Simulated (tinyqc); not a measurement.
Trap density and cross-section from triangular pulses.

Inverse problem. In charge pumping, for a flat interface trap density D0 and a symmetric triangular wave, Qcp = -2 q A D0 Vt ln[vth s ni (dV/Va)/(2 f)], with s the geometric mean cross-section. Find D0, the frequency f0 where the line meets zero, and s.

Inputs (values chosen for the exercise): temperature T = 300 K; gate area A = 0.14 um^2; thermal velocity at 300 K, one nominal value for electrons and holes vth = 1e7 cm/s; Vth - Vfb dV = 1.05 V; pulse height Va = 1.8 V.

Constants: q = 1.602176634e-19 C, kB = 1.380649e-23 J/K, Vt = kB T/q. Results are converted to the units shown.

Qcp at f = 50000 and 5e5 Hz (fC): 0.089802534  0.11223399
ni = 7.2789353e9 cm^-3

Solution. Qcp is linear in ln f: the slope gives D0 and the zero gives s = 2 f0 Va/(vth ni dV).

D0 = 8.40e11 cm^-2 eV^-1
f0 = 4.96 Hz
s = 2.34e-16 cm^2

tinyqc, about 0.01 s, one thread, Intel Xeon 2.30GHz (shared host): `OMP_NUM_THREADS=1 python tinyqc.py 2030168 2030169 out.jsonl`
